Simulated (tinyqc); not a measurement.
Grain-boundary diffusion: Harrison regimes, Fisher and Le Claire analysis, Hart average: one step, computed by the program tinyqc. Command: `OMP_NUM_THREADS=1 python tinyqc.py 3002568 3002569 out.jsonl gbdiff walk`. One thread of a shared host (Intel(R) Xeon(R) Processor @ 2.30GHz), about 0.01 s of CPU time with the checks.

A boundary is a slab of width delta with diffusivity D_b, normal to a surface held at constant concentration; it leaks into grains of diffusivity D.

Task: Penetration along an isolated boundary. Fisher: the mean concentration falls as exp(-y/y_F), y_F = sqrt(P) (pi t/(4 D))^(1/4), with the boundary equation P d2c/dy2 = 2 c sqrt(D/(pi t)). Le Claire (from the Whipple solution): ln c falls as -(y/y_L)^(6/5) with P = 1.322 sqrt(D/t) y_L^2.

Inputs (values chosen for the exercise, for a model polycrystal): temperature T = 828 K; time t = 2000 s.

triple product P = 5.662993e-25 m^3/s

D = 1.587594e-22 m^2/s

Give: Fisher depth y_F; Le Claire depth y_L.

Result:

Fisher depth y_F = 1.3347 um

Le Claire depth y_L = 1.2330 um

Caution: the Fisher and Le Claire forms need regime B with beta above 10.
